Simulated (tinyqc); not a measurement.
From results back to parameters: Landau levels of a parabolic two-dimensional band. Three cases, with inputs chosen for the exercise.

Problem. Levels of opposite spin first coincide when |gs| muB B_total = hbar wc = 2 muB B_perp/m. The tilt angle of that coincidence was computed from a hidden g factor.

Find: |gs| m; |gs|.

Method. |gs| m = 2 cos(theta).

Case 1.

Values chosen (out of a larger set: near those of a two-dimensional electron gas in GaN; not measured data): m = 0.2031 m0 (mass).

theta = 78.579 degrees

Solution.

|gs| m = 0.3960
|gs| = 1.95

Case 2.

Values chosen (out of a larger set: near those of a two-dimensional electron gas in GaN; not measured data): m = 0.1928 m0 (mass).

theta = 79.334 degrees

Solution.

|gs| m = 0.3702
|gs| = 1.92

Case 3.

Values chosen (out of a larger set: near those of a two-dimensional electron gas in InGaAs; not measured data): m = 0.0435 m0 (mass).

theta = 84.245 degrees

Solution.

|gs| m = 0.2005
|gs| = 4.61

Computed by tinyqc, one run a case: `OMP_NUM_THREADS=1 python tinyqc.py N N+1 out.jsonl` with N = 1280489, 1280811, 1281081; one thread of a shared Intel(R) Xeon(R) Processor @ 2.30GHz, about 0.01 s a run at most.
